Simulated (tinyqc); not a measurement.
Inside a calculation. Method: UKS/PBE in the sto-6g basis, for H4, spin multiplicity 3. This run ends on a higher stationary point, not on the lowest solution. One step of it, computed by the program tinyqc.

Problem. Iteration 2: building the Kohn-Sham matrix. J_ij = sum D_kl (ij|kl) with D = D(alpha) + D(beta); F = H + J + V_xc; E = tr D H + tr D J / 2 + E_xc + E_nn.

D(alpha) after iteration 1, lower triangle:
```
           1H 1s      2H 1s      3H 1s     4H 1s
1H 1s   0.984052
2H 1s  -0.021507   0.448732
3H 1s  -0.161538   0.431126   0.454873
4H 1s   0.053521  -0.161005  -0.023637  0.984844
```

D(beta) after iteration 1, lower triangle:
```
          1H 1s     2H 1s     3H 1s     4H 1s
1H 1s  0.325582
2H 1s  0.156248  0.074984
3H 1s  0.160770  0.077154  0.079387
4H 1s  0.341135  0.163712  0.168450  0.357431
```

core Hamiltonian H = T + V (hartree), lower triangle:
```
           1H 1s      2H 1s      3H 1s      4H 1s
1H 1s  -1.044277
2H 1s  -0.310551  -1.241707
3H 1s  -0.017237  -0.288863  -1.241567
4H 1s  -0.000591  -0.017204  -0.310048  -1.044047
```

Two-electron integrals (ij|kl) in chemists' order, unique and non-zero (hartree):
```
(11|11) 0.774999   (21|11) 0.101101   (21|21) 0.021495   (22|11) 0.312475
(22|21) 0.101101   (22|22) 0.774999   (31|11) 0.003273   (31|21) 0.000798
(31|22) 0.004705   (31|31) 0.000038   (32|11) 0.037318   (32|21) 0.011153
(32|22) 0.087550   (32|31) 0.000710   (32|32) 0.016573   (33|11) 0.154277
(33|21) 0.041368   (33|22) 0.299027   (33|31) 0.003273   (33|32) 0.087550
(33|33) 0.774999   (41|11) 0.000072   (41|21) 0.000019   (41|22) 0.000123
(41|31) 1.06e-06   (41|32) 0.000022   (41|33) 0.000123   (41|41) 3.31e-08
(42|11) 0.001613   (42|21) 0.000446   (42|22) 0.003266   (42|31) 0.000030
(42|32) 0.000708   (42|33) 0.004696   (42|41) 1.05e-06   (42|42) 0.000038
(43|11) 0.024782   (43|21) 0.006229   (43|22) 0.041299   (43|31) 0.000446
(43|32) 0.011133   (43|33) 0.100921   (43|41) 0.000019   (43|42) 0.000796
(43|43) 0.021426   (44|11) 0.103638   (44|21) 0.024816   (44|22) 0.154232
(44|31) 0.001615   (44|32) 0.037303   (44|33) 0.312301   (44|41) 0.000072
(44|42) 0.003266   (44|43) 0.100921   (44|44) 0.774999
```

nuclear repulsion = 1.34534185 hartree

V_xc(alpha) (hartree), lower triangle:
```
           1H 1s      2H 1s      3H 1s      4H 1s
1H 1s  -0.501738
2H 1s  -0.069041  -0.416423
3H 1s  -0.002837  -0.056604  -0.417958
4H 1s  -0.000078  -0.002837  -0.069126  -0.502572
```

V_xc(beta) (hartree), lower triangle:
```
           1H 1s      2H 1s      3H 1s      4H 1s
1H 1s  -0.399440
2H 1s  -0.055154  -0.304937
3H 1s  -0.002159  -0.040704  -0.308518
4H 1s  -0.000060  -0.002177  -0.056095  -0.407850
```

E_xc = sum of w rho eps_xc = -1.38550028 hartree

Give: Coulomb J; F(alpha); F(beta); total energy of this density.

Solution.

Coulomb J (hartree), lower triangle:
```
       1H 1s  2H 1s  3H 1s  4H 1s
1H 1s  1.473
2H 1s  0.260  1.310
3H 1s  0.012  0.215  1.321
4H 1s  0.000  0.012  0.263  1.498
```

F(alpha) (hartree), lower triangle:
```
        1H 1s   2H 1s   3H 1s   4H 1s
1H 1s  -0.073
2H 1s  -0.120  -0.348
3H 1s  -0.008  -0.131  -0.338
4H 1s   0.000  -0.008  -0.116  -0.049
```

F(beta) (hartree), lower triangle:
```
        1H 1s   2H 1s   3H 1s  4H 1s
1H 1s   0.029
2H 1s  -0.106  -0.236
3H 1s  -0.008  -0.115  -0.229
4H 1s   0.000  -0.008  -0.103  0.046
```

total energy of this density = -1.74278 hartree
